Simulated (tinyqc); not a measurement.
Inside a calculation. Model: Monte Carlo simulation of one carrier in a uniform electric field. Computed by tinyqc, a small Python program that keeps every step. Command: `OMP_NUM_THREADS=1 python tinyqc.py 3017049 3017050 out.jsonl mcfl walk`. One thread of a shared host (Intel(R) Xeon(R) Processor @ 2.30GHz), about 2 s of CPU time with the checks. Intermediate numbers are printed to about 7 digits and carried at full precision; extremes and crossings named in words are read from the listed rows.

The force e F acts along +z. Flights end at the constant total rate Gamma; the part of Gamma that the real rates do not fill is self-scattering, which leaves k unchanged. One valley, no impurities; equivalent final valleys enter only through Z_f in the optical rate.

Inputs (values chosen for the exercise, for a model non-polar semiconductor):

| quantity | value | unit |
|---|---|---|
| effective mass m | 0.273 | m_0 |
| density rho | 3770 | kg/m^3 |
| sound velocity v_l | 5170 | m/s |
| acoustic deformation potential D_A | 6.6 | eV |
| phonon energy hbar w | 40.7 | meV |
| optical or intervalley deformation potential D_o | 7.1 | 1e8 eV/cm |
| final valleys Z_f | 5 | - |
| lattice temperature T | 100 | K |
| electric field F | 3.7 | kV/cm |
| energy E_max up to which Gamma must cover the rates | 1 | eV |
| seed of the random numbers | 58712 | - |

Crystal: non-polar. Band: parabolic.

starting wave vector (1/nm): -0.17  0.19  -0.21

Constants: k_B = 1.380649e-23 J/K; e = 1.602176634e-19 C; hbar = 1.054571817e-34 J s; m_0 = 9.1093837015e-31 kg; hbar = 6.582119569e-16 eV s; k_B = 8.617333262e-05 eV/K.

## Total rate Gamma

Parabolic band: E = hbar^2 k^2/(2 m), speed v = hbar k/m, states per spin, volume and energy g(E) = m k/(2 pi^2 hbar^2). Masses are multiplied by m_0 and all formulas are in SI units. Phonon occupation N_q = 1/(exp(hbar w/(k_B T)) - 1). Acoustic deformation potential (elastic, equipartition, absorption and emission together): 1/tau = 2 pi k_B T D_A^2 g(E)/(hbar rho v_l^2). Optical or intervalley deformation potential: 1/tau = (pi Z_f D_o^2/(rho w)) [N_q g(E + hbar w) + (N_q + 1) g(E - hbar w)], with g = 0 below the band edge. Gamma is 1.05 times the largest total rate on the grid E = (j + 1/2) E_max/400, j = 0..399.

largest total rate = 29.12048 1e12/s

energy of the largest rate = 998.75 meV

Gamma = 30.57651 1e12/s

## Flight 1

Random numbers (0.02 to 0.98, from up to 60 sets tried for early real events), one row a flight:
```
       r1      r2      r3      r4
1  0.6189  0.3454  0.1826  0.3804
2  0.1962  0.5868  0.9146  0.3458
3  0.9451  0.2035  0.0240  0.4637
4  0.9397  0.6438  0.8864  0.7723
5  0.9538  0.5884  0.8704  0.6090
6  0.9384  0.3400  0.2976  0.7200
7  0.1821  0.3236  0.5106  0.2766
```

Flight: t = -ln(r1)/Gamma; k_z grows by e F t/hbar; E follows from the band; dz = (E_end - E_start)/(e F). Use row 1 of the random numbers.

flight time t = 15.69216 fs

k at the end of the flight (1/nm): -0.1700000  0.1900000  -0.2011790

energy at the end = 14.71979 meV

displacement dz = -1.368070 nm

## Scattering event 1

Choice: with cumulative rates in the order acoustic, absorption, emission, the process is the first whose sum exceeds r2 Gamma; if none, self-scattering. Final state: E' = E, E + hbar w or E - hbar w gives k'. Isotropic processes: cos(theta) = 1 - 2 r3 from the z axis, phi = 2 pi r4, k' (sin theta cos phi, sin theta sin phi, cos theta).

cumulative rates (1e12/s): acoustic 0.3358253, absorption 0.3916462, emission 0.3916462

r2 Gamma = 10.56113 1e12/s

Process chosen: self-scattering

k after event 1, the start of the next flight (1/nm): -0.1700000  0.1900000  -0.2011790

## Flight 2

Use row 2 of the random numbers.

flight time t = 53.26379 fs

k at the end of the flight (1/nm): -0.1700000  0.1900000  -0.1712379

energy at the end = 13.16361 meV

displacement dz = -4.205871 nm

## Scattering event 2

The formulas are those given above.

cumulative rates (1e12/s): acoustic 0.3175779, absorption 0.3726095, emission 0.3726095

r2 Gamma = 17.94229 1e12/s

Process chosen: self-scattering

k after event 2, the start of the next flight (1/nm): -0.1700000  0.1900000  -0.1712379

## All printed flights

Drift estimate: sum dz / sum t.

Flights:

| flight | t (fs) | E at the end (meV) | dz (nm) | process | k_x (1/nm) | k_y (1/nm) | k_z (1/nm) |
|---|---|---|---|---|---|---|---|
| 1 | 15.69216 | 14.71979 | -1.368070 | self-scattering | -0.17 | 0.19 | -0.2011790 |
| 2 | 53.26379 | 13.16361 | -4.205871 | self-scattering | -0.17 | 0.19 | -0.1712379 |
| 3 | 1.84666 | 13.11415 | -0.133688 | self-scattering | -0.17 | 0.19 | -0.1701998 |
| 4 | 2.03407 | 13.06001 | -0.146314 | self-scattering | -0.17 | 0.19 | -0.1690564 |
| 5 | 1.54698 | 13.01909 | -0.110617 | self-scattering | -0.17 | 0.19 | -0.1681868 |
| 6 | 2.07934 | 12.96440 | -0.147785 | self-scattering | -0.17 | 0.19 | -0.1670179 |
| 7 | 55.70287 | 11.64153 | -3.575349 | self-scattering | -0.17 | 0.19 | -0.1357057 |

drift estimate from these flights = -73299.52 m/s

7 of the 7 flights end in self-scattering. So few flights say little about the drift velocity: the estimate is noise at this length.

## Low-field mobility from the linear Boltzmann equation

On the grid E_j = (j + 1/2) hbar w/12 up to 20 k_B T + 2 hbar w, solve (sum of rates) l(E) = v(E); mu_0 = e sum g v l exp(-E/k_B T)/(3 k_B T sum g exp(-E/k_B T)).

low-field mobility mu_0 = 15139.45 cm^2/(V s)

## Long runs: velocity against field

Each row: 250 carriers from a thermal start, 1600 flights each, the first half discarded, random numbers not printed; the error is the standard error over ten groups; the mean energy is taken at the ends of flights, which sample time evenly. Fields at which more than 0.02 % of the events exceed Gamma are left out.

Monte Carlo results:

| F (kV/cm) | drift velocity (1e5 m/s) | error (1e5 m/s) | mu_0 F (1e5 m/s) | mean energy (meV) | real events (%) |
|---|---|---|---|---|---|
| 0.93 | 0.649 | 0.0140 | 1.40797 | 21.0 | 2.08 |
| 1.90 | 0.800 | 0.0087 | 2.87649 | 24.9 | 2.96 |
| 3.70 | 0.936 | 0.0055 | 5.60159 | 31.7 | 4.71 |
| 7.40 | 1.090 | 0.0080 | 11.20319 | 46.7 | 8.73 |
| 15.00 | 1.230 | 0.0061 | 22.70917 | 88.6 | 17.80 |

At the lowest field the drift velocity is 0.46 +/- 0.01 of the ohmic value mu_0 F, at the highest 0.05 +/- 0.00. The mean energy goes from 21 to 89 meV against the parabolic-band thermal value 3 k_B T/2 = 13 meV: the carriers heat, more of them reach the emission threshold, where they lose momentum, and the curve bends below the ohmic line. Only 2 to 18 % of the events are real; the rest is the price of a constant Gamma. Where hbar w is several k_B T, energy relaxes slowly and the low-field energies may still be drifting.

Checks made by the program: energy gained in the printed flights against e F dz (relative difference below 1e-10).
